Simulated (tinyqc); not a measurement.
Polarisation charge from two barrier thicknesses.

Question. Voff = phiB - dEc - q sigma d/(eps0 eb). Find sigma, phiB - dEc and the thickness at which Voff = 0.

Constants: q = 1.602176634e-19 C, eps0 = 8.8541878128e-14 F/cm where lengths are in cm. Results are converted to the units shown.

Voff at d = 13 and 34 nm (V): -2.8794799  -8.7381243
eb = 9.5723000

Solution. Voff is a straight line in d: its slope is -q sigma/(eps0 eb) and its intercept phiB - dEc.

sigma = 1.476e13 cm^-2
phiB - dEc = 0.7473 V
thickness for Voff = 0 = 2.679 nm

Numbers from tinyqc (`OMP_NUM_THREADS=1 python tinyqc.py 2180151 2180152 out.jsonl`; about 0.01 s on one thread of a shared Intel Xeon 2.30GHz).
